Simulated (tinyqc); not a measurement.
Comparisons within one model: Wannier-Stark ladder of a miniband. A value that a table varies takes the place of the one given here.

One state in each well j = -(Nw - 1)/2 ... (Nw - 1)/2: H_jj = j e F d, H_(j,j+1) = -W/4; 1 kV/cm = 0.01 meV/angstrom. In an infinite chain the levels are j e F d and the state of well 0 has amplitude J_j(x) in size on well j, x = W/(2 e F d).

Constants: hbar = 6.58211957e-16 eV s.

Values chosen for the exercise (near those of a non-polar GaN/AlGaN superlattice; the results hold for these values, not for the real material):
- W = 29 meV (miniband width)
- d = 38 angstrom (period)
- Nw = 11 (wells)
- Fs = (7.9, 11, 15, 21, 32, 55, 120) kV/cm (fields)
- G = 12 meV (hbar/tau)
- F = 30 kV/cm (field)

## Raising the field

Infinite-chain weights beside the middle spacing of the finite stack.

Results:
```
F (kV/cm),e F d (meV),x,J_0^2,J_1^2,J_2^2,middle spacing/(e F d)
7.9,3.00,4.830,0.054,0.092,0.011,1.1570
11,4.18,3.469,0.141,0.023,0.214,1.0215
15,5.70,2.544,0.005,0.236,0.204,1.0019
21,7.98,1.817,0.109,0.338,0.096,1.0001
32,12.16,1.192,0.455,0.246,0.025,1.0000
55,20.90,0.694,0.780,0.107,0.003,1.0000
1.2e+02,45.60,0.318,0.950,0.025,0.000,1.0000
```

J_0 vanishes at x = 2.405, F = 15.9 kV/cm, where the line at j = 0 disappears; J_0^2 overtakes J_1^2 for good at x = 1.435, F = 26.6 kV/cm, and reaches 0.95 in the last row. The 11 wells reproduce the middle spacing of the even ladder to 1 % from 15 kV/cm on, where the swing W/(e F d) = 2x is 5.1 periods. The lines are seen apart only where e F d exceeds their width, usually a few meV.

## Drift velocity with scattering

Esaki-Tsu: v = v0 y/(1 + y^2), y = e F d/G, v0 = W d/(2 hbar), at zero temperature; 1 angstrom/s = 1e-8 cm/s, 1 kV/cm = 0.01 meV/angstrom. The last column is dv/dF in cm^2/(V s).

Results:
```
y,F (kV/cm),v (1e6 cm/s),dv/dF
0.1,3.16,0.83,257
0.3,9.47,2.30,203
0.6,18.95,3.69,92
1.0,31.58,4.19,0
1.5,47.37,3.86,-31
2.5,78.95,2.89,-26
4.0,126.32,1.97,-14
```

v0 = 8.37 x 1e6 cm/s
field at y = 1 = 31.58 kV/cm

The velocity peaks at v0/2 = 4.19 x 1e6 cm/s at 31.58 kV/cm and then falls: negative differential velocity, steepest at y = sqrt3 with -v0/(8 Fc) = -33 cm^2/(V s). The low-field mobility is v0/Fc = 265 cm^2/(V s). At the peak the swing is W/G = 2.4 periods, too few for the semiclassical picture to be safe.

## What each parameter does

e F d, x, J_0(x)^2 and the lowest level of the finite stack. Each row changes one parameter from the base and keeps the others.

Results:
```
case,e F d (meV),x,J_0^2,lowest level (meV)
base,11.40,1.272,0.403,-60.96
W = 23 meV,11.40,1.009,0.580,-59.61
d = 46 angstrom,13.80,1.051,0.551,-72.40
F = 21 kV/cm,7.98,1.817,0.109,-44.99
Nw = 13,11.40,1.272,0.403,-72.36
```

The largest shifts from the base row, up to three for each result and ties (the steps differ in size, so this ranks the rows, not the parameters). e F d (meV): F -3.42, d +2.40; unchanged at the printed digits by W and Nw. x: F +0.545, W -0.263, d -0.221; unchanged at the printed digits by Nw. J_0^2: F -0.294, W +0.177, d +0.148; unchanged at the printed digits by Nw. lowest level (meV): F +15.97, d -11.45, Nw -11.40.

(tinyqc, `OMP_NUM_THREADS=1 python tinyqc.py 1251341 1251342 out.jsonl`, Intel(R) Xeon(R) Processor @ 2.30GHz, 1 thread, shared host, about 0.01 s.)
